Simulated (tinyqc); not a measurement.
Free and trapped electrons in a MOS channel with a dense trap tail: one step of the calculation.

p-type body, charge-sheet picture, full ionisation (an idealisation for deep acceptors), Boltzmann statistics for free electrons. e = Ec - EF at the surface. Acceptor-like traps of density D(E) = D0 + De exp(-E/Ew) at depth E below Ec, from 0 to Eu, hold n_t = integral of D(E)/(1 + exp((e - E)/Vt)). psi = Eg - Vt ln(Nv/Na) - e; N_dep = sqrt(2 eps0 eps_r Na (psi - Vt)/q); n_f = sqrt(N_dep^2 + 2 eps0 eps_r Vt Nc exp(-e/Vt)/q) - N_dep; Vg = Vfb + psi + q (N_dep + n_t + n_f)/Cox, Cox = eps0 eox/tox.

Problem. Charges and gate voltage. psi, N_dep, n_f and Vg as defined, with the n_t given; free share n_f/(n_f + n_t); apparent mobility mf n_f/(n_f + n_t); gate voltage spent on traps q n_t/Cox.

Inputs (values chosen for the exercise); band and dielectric values close to those of 4H silicon carbide: temperature T = 475 K; band gap Eg = 3.27 eV; relative permittivity eps_r = 9.8; conduction-band density of states at T Nc = 3.35e19 cm^-3; valence-band density of states at T Nv = 4.9e19 cm^-3; relative permittivity of the insulator eox = 3.9; insulator thickness tox = 43 nm; acceptor density Na = 2.4e16 cm^-3; flat-band voltage without trapped charge Vfb = -2.45 V; mobility of free electrons mf = 150 cm^2/(V s); Ec - EF at the surface e = 0.242 eV.

Constants: q = 1.602176634e-19 C, kB = 1.380649e-23 J/K, Vt = kB T/q, eps0 = 8.8541878128e-14 F/cm where lengths are in cm. Results are converted to the units shown.

n_t = 1.1404357e11 cm^-2

Give: psi; N_dep; n_f; Vg; free share; apparent mobility; gate voltage spent on traps.

Solution.

psi = 2.7160 V
N_dep = 8.3392e11 cm^-2
n_f = 2.3762e10 cm^-2
Vg = 2.2047 V
free share = 17.243 %
apparent mobility = 25.864 cm^2/(V s)
gate voltage spent on traps = 0.22753 V

Computed by the program tinyqc: `OMP_NUM_THREADS=1 python tinyqc.py 2222191 2222192 out.jsonl`, one thread of a shared Intel Xeon 2.30GHz, about 0.02 s for the whole run.
